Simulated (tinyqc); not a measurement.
# CMOS latch-up, two-transistor model, step by step

Computed by the program tinyqc: `OMP_NUM_THREADS=1 python tinyqc.py 2670023 2670024 out.jsonl`, one thread of a shared Intel Xeon 2.30GHz, about 0.03 s for the whole run. Printed values are rounded.

A parasitic pnp (emitter at Vdd, base shunted by Rw) and npn (emitter at ground, base shunted by Rs) feed each other: the npn collector current flows out of the pnp base node, the pnp collector current into the npn base node. Forward-active transistors with constant gains: Icn = Isn exp(Vn/Vt), Icp = Isp (exp(Vp/Vt) - 1). A current Ii is injected into the npn base node.

Parameters, values chosen for the exercise; values close to those of bulk CMOS:
- T = 300 K (temperature)
- bn = 24.1 (current gain of the npn)
- bp = 3 (current gain of the pnp)
- Isn = 1.1e-15 A (saturation current of the npn at T)
- Isp = 7.3e-15 A (saturation current of the pnp at T)
- Rs = 55 ohm (substrate resistance shunting the npn)
- Rw = 1100 ohm (well resistance shunting the pnp)
- R2 = 29 ohm (resistance from the pnp collector to the npn base)
- Von = 0.73 V (base-emitter voltage in the on state)
- Vsat = 0.14 V (saturation voltage)
- Vdd = 0.9 V (supply voltage)
- Ii = 10.9 mA (current injected into the substrate)

Constants: q = 1.602176634e-19 C, kB = 1.380649e-23 J/K, Vt = kB T/q. Results are converted to the units shown.

Range of the model: Near the trigger Vn + Vp exceeds Vdd by over 0.35 V, so both collector junctions are forward biased and the forward-active model is out of range there.

## Holding current and voltage

On state with both base-emitter voltages at Von: npn base current Ib = (Von/Rs + bp Von/Rw)/(bn bp - 1), holding current Ih = (bn + 1) Ib + Von/Rs, holding voltage Vh = Vsat + Von + R2 (Ib + Von/Rs).

bn bp = 72.3
Ib = 0.2140762 mA
Ih = 18.64604 mA
Vh = 1.261117 V

Vh is above Vdd = 0.9 V, so the supply cannot sustain a latched state.

## The off branch

Vn, point 0 to 7 (V): 0.496  0.576  0.626  0.656  0.676  0.696  0.711  0.726

Node equations: Vp/Rw + Icp/bp = Icn and Vn/Rs + Icn/bn = Icp + Ii. Loop gain G = gn gp/[(1/Rw + gp/bp)(1/Rs + gn/bn)], gn = Icn/Vt, gp = (Icp + Isp)/Vt; the off state ends where G = 1, and Ii there is the trigger current. For each Vn: Icn, then Vp from the first equation, then Ii from the second.

```
point   Icn (mA)     Vp (V)    Icp (mA)  Ii (mA)           G
0      2.3650e-4  2.6015e-4  7.3830e-14   9.0182  1.5786e-13
1      0.0052212  0.0057433  1.8160e-12   10.473  4.3066e-12
2       0.036119   0.039730  2.6644e-11   11.383  1.1063e-10
3        0.11527    0.12679  9.7756e-10   11.932   1.0173e-8
4        0.24986    0.27484   3.0233e-7   12.301   6.6907e-6
5        0.54160    0.58059    0.041377   12.636      1.2201
6        0.96754    0.66512      1.0886   11.879      5.3433
7         1.7284    0.69374      3.2933   9.9784      9.3707
```

Ii peaks at 12.64 mA, at Vn = 0.6955 V where G = 1; beyond it the loop feeds itself.

## Iteration 1: response to the injected current, once round the loop per iteration

Vn at the start = 0.55 V

Icn = Isn exp(Vn/Vt); Vp solves Vp/Rw + Icp/bp = Icn; Vn(new) solves Vn/Rs + (Isn/bn) exp(Vn/Vt) = Icp + Ii.

Icn = 0.001909792 mA
Vp = 0.002100771 V
Icp = 6.179774e-13 mA
Vn after iteration 1 = 0.5994705 V

## Course of the iteration: response to the injected current, once round the loop per iteration

Stop when Vn changes by less than 1e-9 V, or after 150 iterations. Vn must stay below 1.1 V.

Course of the iteration:
```
iteration     Vn (V)  |change| (V)
1          0.5994705        0.0495
2          0.5994705      2.61e-13
```

Converged in 2 iterations. The change falls from 0.049 in the first iteration to below the tolerance in the last. An off state exists, since Ii is below the trigger current, the largest Ii that the node equations allow, 12.64 mA.
